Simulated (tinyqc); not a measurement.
# From thickness x back to barrier W

Model: Cabrera-Mott growth of a thin oxide under its own electric field. Computed by tinyqc, a small Python program. Command: `OMP_NUM_THREADS=1 python tinyqc.py 3023117 3023118 out.jsonl cabrera inv`. One thread of a shared host (Intel(R) Xeon(R) Processor @ 2.30GHz), about 0.07 s of CPU time with the checks.

Electrons cross the film freely and set a fixed potential V across it; the field V/x lowers the barrier for ions entering the oxide.

Inputs (values chosen for the exercise, for a model metal): Mott potential V = 1.4 V; ion charge number z = 2; half jump distance b = 2 angstrom; prefactor u0 = N Omega nu = 2.2e+12 angstrom/s; temperature T = 300 K; starting thickness x0 = 6.5 angstrom; time t = 510000 s.

Backward hops: ignored.

Constants: k_B = 8.617333262e-05 eV/K.

Method. u = u0 exp(-W/(k_B T)), X1 = z b V/(k_B T) with V in volts and k_B T in eV; dx/dt = u exp(X1/x). t(x) = int_(x0)^x dx / (dx/dt) by Gauss-Legendre quadrature (80 points on each side of (x0 + 2 x)/3), solved for x.

Problem. A run gave the result below. Find the barrier W, known to lie between 1 and 1.4 eV.

thickness x = 74.19825 angstrom

Solution.

Each step takes the trial c = (a f_b - b f_a)/(f_b - f_a), f being the result less the target and a, b, c the logarithms of the listed values; c replaces end b, the old b replaces a if the sign of f changed, and otherwise f_a is halved.

Scan of the range:
```
barrier W (eV)  thickness x (angstrom)
1.00                           172.871
1.06                            87.053
1.12                            54.073
1.18                            37.962
1.25                            27.627
1.32                            21.478
1.40                            16.998
```

False position (Illinois rule, in the logarithm of the input) inside the bracket:
```
step    end a    end b    trial  thickness x (angstrom)
1     1.06000  1.12000  1.08299                 71.1835
2     1.06000  1.08299  1.07560                 75.7241
3     1.08299  1.07560  1.07808                 74.1489
4     1.07560  1.07808  1.07800                 74.1975
5     1.07560  1.07800  1.07800                 74.1990
6     1.07800  1.07800  1.07800                 74.1983
```

Thickness x falls at every point of a 13-point scan of the range (every second point is shown), so one value fits; it is bracketed by 1.06 and 1.12. Answer: barrier W = 1.078 eV.

Caution: the starting field or rate is formal: the first layers form as fast as oxygen arrives.
